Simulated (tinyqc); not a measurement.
Thermal displacements in the Debye model: Debye-Waller factors, bond-length spread and the Lindemann rule: one step, computed by the program tinyqc. Command: `OMP_NUM_THREADS=1 python tinyqc.py 3020270 3020271 out.jsonl debyewaller walk`. One thread of a shared host (Intel(R) Xeon(R) Processor @ 2.30GHz), about 0.01 s of CPU time with the checks.

A Debye spectrum with three branches of one velocity, cut at k_B Theta; 2 atoms per cube, nearest neighbours at d = 0.866025 a.

Problem. Spread of the bond length. Correlated Debye model: sigma^2 = (3 hbar^2/(M k_B Theta)) int_0^1 s coth(s Theta/(2T)) [1 - sin(s q_D R)/(s q_D R)] ds for two atoms at distance R, q_D = (6 pi^2 n)^(1/3), n atoms per volume; uncorrelated motion would give 2 <u_x^2>. An EXAFS amplitude is damped by exp(-2 k^2 sigma^2).

Inputs (values chosen for the exercise, modelled on iron):
```
quantity,value,unit
atomic mass M,55.85,u
Debye temperature Theta,419,K
lattice constant a,2.866,angstrom
temperature T,450,K
photoelectron wave number k,8.7,1/angstrom
```

Structure: bcc.

<u_x^2> = 0.006838331 angstrom^2

Constants: hbar^2/u = 4.18015928e-03 eV angstrom^2; k_B = 8.617333262e-05 eV/K.

Give: sigma^2 of the nearest bond; correlation 1 - sigma^2/(2 <u_x^2>); EXAFS damping.

Solution.

sigma^2 of the nearest bond = 0.008302 angstrom^2

correlation 1 - sigma^2/(2 <u_x^2>) = 0.3930

EXAFS damping = 0.2846

Neighbours move partly together, which removes 39 % of the uncorrelated spread.
